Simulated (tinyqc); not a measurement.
Energy and delay of logic against supply voltage: one step of the calculation.

One expression serves below and above threshold: I(Vg) = Ik [ln(1 + exp((Vg - VT + dd V)/(al nf Vt)))]^al, with I_on = I(V) and I_off = I(0). Gate delay td = kd C V/I_on, clock period LD td. Per gate and cycle the switching energy is act C V^2 and the leakage energy I_off V LD td. No short-circuit current, no variation. Minima are sought above 0.09 V; below a few Vt gates no longer switch and the model has no meaning.

Problem. Currents, delay and energies. I_on, I_off, td, clock frequency 1/(LD td), both energies and their sum.

Inputs (values chosen for the exercise); values of the order met in logic technologies: temperature T = 330 K; threshold voltage at zero drain bias VT = 0.45 V; slope factor nf = 1.37; barrier lowering per volt of supply dd = 0.07; specific current of a gate Ik = 0.42 uA; exponent of the current law al = 1.5; load capacitance of a gate C = 0.34 fF; delay factor kd = 1.1; logic depth LD = 30; activity factor act = 0.2; supply voltage V = 1.02 V.

Constants: q = 1.602176634e-19 C, kB = 1.380649e-23 J/K, Vt = kB T/q. Results are converted to the units shown.

Wanted: I_on; I_off; td; clock frequency; switching energy; leakage energy; energy.

Solution.

I_on = 15.27 uA
I_off = 0.02525 nA
td = 24.98 ps
clock frequency = 1.334 GHz
switching energy = 70.75 aJ
leakage energy = 0.01930 aJ
energy = 70.77 aJ

I_on/I_off = 6.05e5; leakage makes up 0.0273 % of the energy.

Program tinyqc, `OMP_NUM_THREADS=1 python tinyqc.py 2082177 2082178 out.jsonl`; Intel Xeon 2.30GHz, shared host, one thread, about 0.01 s.
